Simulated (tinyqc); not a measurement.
Worked calculation: MP2 on RHF in the 6-31g basis, for H3+, spin multiplicity 1. One step of it, computed by the program tinyqc.

Question. Iteration 1: building the Fock matrix. J_ij = sum D_kl (ij|kl), K_ij = sum D_kl (ik|jl); F = H + J - 0.5 K; E = tr D H + tr D J / 2 - 0.25 tr D K + E_nn.

D at the start, order 1H 1s, 1H 2s, 2H 1s, 2H 2s, 3H 1s, 3H 2s:
```
[[0.595684, 0.392546, 0.259619, -0.070699, 0.259619, -0.070699],
 [0.392546, 0.258682, 0.171085, -0.046589, 0.171085, -0.046589],
 [0.259619, 0.171085, 0.113151, -0.030813, 0.113151, -0.030813],
 [-0.070699, -0.046589, -0.030813, 0.008391, -0.030813, 0.008391],
 [0.259619, 0.171085, 0.113151, -0.030813, 0.113151, -0.030813],
 [-0.070699, -0.046589, -0.030813, 0.008391, -0.030813, 0.008391]]
```

core Hamiltonian H = T + V (hartree), order 1H 1s, 1H 2s, 2H 1s, 2H 2s, 3H 1s, 3H 2s:
```
[[-1.591589, -1.323323, -0.931995, -1.020873, -0.931995, -1.020873],
 [-1.323323, -1.432906, -0.928960, -1.183886, -0.928960, -1.183886],
 [-0.931995, -0.928960, -1.262056, -1.125079, -0.154413, -0.451685],
 [-1.020873, -1.183886, -1.125079, -1.247562, -0.451685, -0.762140],
 [-0.931995, -0.928960, -0.154413, -0.451685, -1.262056, -1.125079],
 [-1.020873, -1.183886, -0.451685, -0.762140, -1.125079, -1.247562]]
```

Two-electron integrals (ij|kl) in chemists' order, unique and non-zero (hartree):
```
(11|11) 1.076566   (21|11) 0.578470   (21|21) 0.329423   (22|11) 0.587396
(22|21) 0.361304   (22|22) 0.453150   (31|11) 0.367466   (31|21) 0.209857
(31|22) 0.230107   (31|31) 0.166565   (32|11) 0.327437   (32|21) 0.199301
(32|22) 0.242024   (32|31) 0.165494   (32|32) 0.183986   (33|11) 0.634941
(33|21) 0.394131   (33|22) 0.488839   (33|31) 0.367466   (33|32) 0.426340
(33|33) 1.076566   (41|11) 0.426340   (41|21) 0.243722   (41|22) 0.268935
(41|31) 0.165494   (41|32) 0.160550   (41|33) 0.327437   (41|41) 0.183986
(42|11) 0.468686   (42|21) 0.290033   (42|22) 0.368732   (42|31) 0.201989
(42|32) 0.222604   (42|33) 0.468686   (42|41) 0.222604   (42|42) 0.318055
(43|11) 0.394131   (43|21) 0.244358   (43|22) 0.307237   (43|31) 0.209857
(43|32) 0.243722   (43|33) 0.578470   (43|41) 0.199301   (43|42) 0.290033
(43|43) 0.329423   (44|11) 0.488839   (44|21) 0.307237   (44|22) 0.404910
(44|31) 0.230107   (44|32) 0.268935   (44|33) 0.587396   (44|41) 0.242024
(44|42) 0.368732   (44|43) 0.361304   (44|44) 0.453150   (51|11) 0.367466
(51|21) 0.209857   (51|22) 0.230107   (51|31) 0.110600   (51|32) 0.101444
(51|33) 0.187789   (51|41) 0.145956   (51|42) 0.169310   (51|43) 0.121563
(51|44) 0.167881   (51|51) 0.166565   (52|11) 0.327437   (52|21) 0.199301
(52|22) 0.242024   (52|31) 0.101444   (52|32) 0.098091   (52|33) 0.182576
(52|41) 0.137142   (52|42) 0.173523   (52|43) 0.119163   (52|44) 0.171401
(52|51) 0.165494   (52|52) 0.183986   (53|11) 0.041231   (53|21) 0.023028
(53|22) 0.024367   (53|31) 0.014746   (53|32) 0.013629   (53|33) 0.026944
(53|41) 0.017016   (53|42) 0.019506   (53|43) 0.016575   (53|44) 0.020508
(53|51) 0.014746   (53|52) 0.013629   (53|53) 0.001627   (54|11) 0.151183
(54|21) 0.090353   (54|22) 0.106270   (54|31) 0.047718   (54|32) 0.045638
(54|33) 0.085392   (54|41) 0.062957   (54|42) 0.077850   (54|43) 0.055340
(54|44) 0.077695   (54|51) 0.071505   (54|52) 0.076172   (54|53) 0.006223
(54|54) 0.032221   (55|11) 0.634941   (55|21) 0.394131   (55|22) 0.488839
(55|31) 0.187789   (55|32) 0.182576   (55|33) 0.337361   (55|41) 0.264516
(55|42) 0.338383   (55|43) 0.221694   (55|44) 0.327489   (55|51) 0.367466
(55|52) 0.426340   (55|53) 0.026944   (55|54) 0.171077   (55|55) 1.076566
(61|11) 0.426340   (61|21) 0.243722   (61|22) 0.268935   (61|31) 0.145956
(61|32) 0.137142   (61|33) 0.264516   (61|41) 0.176845   (61|42) 0.209655
(61|43) 0.166772   (61|44) 0.217185   (61|51) 0.165494   (61|52) 0.160550
(61|53) 0.017016   (61|54) 0.071602   (61|55) 0.327437   (61|61) 0.183986
(62|11) 0.468686   (62|21) 0.290033   (62|22) 0.368732   (62|31) 0.169310
(62|32) 0.173523   (62|33) 0.338383   (62|41) 0.209655   (62|42) 0.284196
(62|43) 0.216648   (62|44) 0.298987   (62|51) 0.201989   (62|52) 0.222604
(62|53) 0.019506   (62|54) 0.094903   (62|55) 0.468686   (62|61) 0.222604
(62|62) 0.318055   (63|11) 0.151183   (63|21) 0.090353   (63|22) 0.106270
(63|31) 0.071505   (63|32) 0.076172   (63|33) 0.171077   (63|41) 0.071602
(63|42) 0.094903   (63|43) 0.098892   (63|44) 0.111082   (63|51) 0.047718
(63|52) 0.045638   (63|53) 0.006223   (63|54) 0.021209   (63|55) 0.085392
(63|61) 0.062957   (63|62) 0.077850   (63|63) 0.032221   (64|11) 0.289367
(64|21) 0.177988   (64|22) 0.223234   (64|31) 0.113357   (64|32) 0.119228
(64|33) 0.240815   (64|41) 0.132485   (64|42) 0.181647   (64|43) 0.151354
(64|44) 0.199470   (64|51) 0.113357   (64|52) 0.119228   (64|53) 0.012004
(64|54) 0.052351   (64|55) 0.240815   (64|61) 0.132485   (64|62) 0.181647
(64|63) 0.052351   (64|64) 0.109971   (65|11) 0.394131   (65|21) 0.244358
(65|22) 0.307237   (65|31) 0.121563   (65|32) 0.119163   (65|33) 0.221694
(65|41) 0.166772   (65|42) 0.216648   (65|43) 0.145304   (65|44) 0.212806
(65|51) 0.209857   (65|52) 0.243722   (65|53) 0.016575   (65|54) 0.098892
(65|55) 0.578470   (65|61) 0.199301   (65|62) 0.290033   (65|63) 0.055340
(65|64) 0.151354   (65|65) 0.329423   (66|11) 0.488839   (66|21) 0.307237
(66|22) 0.404910   (66|31) 0.167881   (66|32) 0.171401   (66|33) 0.327489
(66|41) 0.217185   (66|42) 0.298987   (66|43) 0.212806   (66|44) 0.306301
(66|51) 0.230107   (66|52) 0.268935   (66|53) 0.020508   (66|54) 0.111082
(66|55) 0.587396   (66|61) 0.242024   (66|62) 0.368732   (66|63) 0.077695
(66|64) 0.199470   (66|65) 0.361304   (66|66) 0.453150
```

nuclear repulsion = 1.68742733 hartree

Give: Coulomb J; exchange K; Fock matrix F; total energy of this density.

Answer.

Coulomb J (hartree), order 1H 1s, 1H 2s, 2H 1s, 2H 2s, 3H 1s, 3H 2s:
```
[[1.744, 0.989, 0.643, 0.733, 0.643, 0.733],
 [0.989, 1.086, 0.618, 0.876, 0.618, 0.876],
 [0.643, 0.618, 1.265, 0.766, 0.069, 0.277],
 [0.733, 0.876, 0.766, 0.938, 0.277, 0.535],
 [0.643, 0.618, 0.069, 0.277, 1.265, 0.766],
 [0.733, 0.876, 0.277, 0.535, 0.766, 0.938]]
```

exchange K (hartree), order 1H 1s, 1H 2s, 2H 1s, 2H 2s, 3H 1s, 3H 2s:
```
[[1.570, 1.097, 0.793, 0.851, 0.793, 0.851],
 [1.097, 0.844, 0.619, 0.662, 0.619, 0.662],
 [0.793, 0.619, 0.641, 0.550, 0.330, 0.429],
 [0.851, 0.662, 0.550, 0.546, 0.429, 0.495],
 [0.793, 0.619, 0.330, 0.429, 0.641, 0.550],
 [0.851, 0.662, 0.429, 0.495, 0.550, 0.546]]
```

Fock matrix F (hartree), order 1H 1s, 1H 2s, 2H 1s, 2H 2s, 3H 1s, 3H 2s:
```
[[-0.633, -0.883, -0.685, -0.713, -0.685, -0.713],
 [-0.883, -0.769, -0.620, -0.639, -0.620, -0.639],
 [-0.685, -0.620, -0.318, -0.634, -0.250, -0.389],
 [-0.713, -0.639, -0.634, -0.583, -0.389, -0.475],
 [-0.685, -0.620, -0.250, -0.389, -0.318, -0.634],
 [-0.713, -0.639, -0.389, -0.475, -0.634, -0.583]]
```

total energy of this density = -1.17065 hartree
